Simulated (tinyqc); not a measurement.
The scattering mechanism: Boltzmann transport in a parabolic band with a power-law relaxation time.

F_j(eta) = (1/Gamma(j + 1)) integral_0^infinity x^j dx/(1 + exp(x - eta)), which tends to exp(eta) for eta << 0.

tau = tau0 x^r with x = E/kT. With K_j = Gamma(j + 1) F_j(eta): <tau> = tau0 (r + 3/2) K_(r+1/2)/((3/2) K_(1/2)); mu = <tau>/(mc m0/e), m0/e = 5.685630e-12 kg/C; Hall factor rH = (3/2) K_(1/2) (2r + 3/2) K_(2r+1/2)/((r + 3/2) K_(r+1/2))^2; Seebeck S = -(kB/e) [(r + 5/2) K_(r+3/2)/((r + 3/2) K_(r+1/2)) - eta]; Lorenz number L = (kB/e)^2 [(r + 7/2) K_(r+5/2)/((r + 3/2) K_(r+1/2)) - ((r + 5/2) K_(r+3/2)/((r + 3/2) K_(r+1/2)))^2]; kB/e in V/K. Valley anisotropy is left out of rH.

Constants: kB = 8.617333262e-05 eV/K.
eta = -4.04680

Same eta for each exponent.

Results:

| r | mechanism | <tau>/tau0 | rH | S (microvolt/K) | L (1e-8 W ohm/K^2) |
|---|---|---|---|---|---|
| -0.5 | acoustic phonons | 0.750 | 1.177 | -521.8 | 1.488 |
| 0.0 | a constant relaxation time | 1.000 | 1.000 | -564.8 | 1.858 |
| 0.5 | polar optical or piezoelectric scattering | 1.507 | 1.104 | -607.8 | 2.228 |
| 1.5 | ionised impurities | 4.531 | 1.928 | -693.8 | 2.969 |

What can be read from this table?

From r = -1/2 to 3/2 |S| grows by 172.0 microvolt/K, against 2 kB/e = 172.3 in the non-degenerate limit: scattering that favours fast electrons raises the mean energy carried. rH is 1 only for constant tau and reaches 1.928 for r = 3/2; L spans 1.488 to 2.969 against the metallic 2.443.

tinyqc: `OMP_NUM_THREADS=1 python tinyqc.py 1650945 1650946 out.jsonl`; about 0.01 s, one thread, shared Intel(R) Xeon(R) Processor @ 2.30GHz.
